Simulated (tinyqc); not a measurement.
Grain growth, pinning, strength and diffusional creep of a polycrystal or thin film: one step, computed by the program tinyqc.

One mean grain size d describes the structure.

Problem. Grain size after the anneal. dd/dt = 2 M gamma (1/d - 1/d_lim) integrates to 2 M gamma t = d_lim (d0 - d) + d_lim^2 ln[(d_lim - d0)/(d_lim - d)]; without pinning d^2 = d0^2 + 4 M gamma t.

Inputs (values chosen for the exercise, modelled on nickel): boundary energy gamma = 0.8 J/m^2; anneal temperature T = 765 K; anneal time t = 140 s; initial grain size d0 = 44 nm.

mobility M = 6.589189e-17 m^4/(J s)

limit d_lim = 116.3591 nm

Give: size without pinning; grain size d.

Solution.

size without pinning = 177.36 nm

grain size d = 101.52 nm

Pinning holds d to 57 % of the free value.
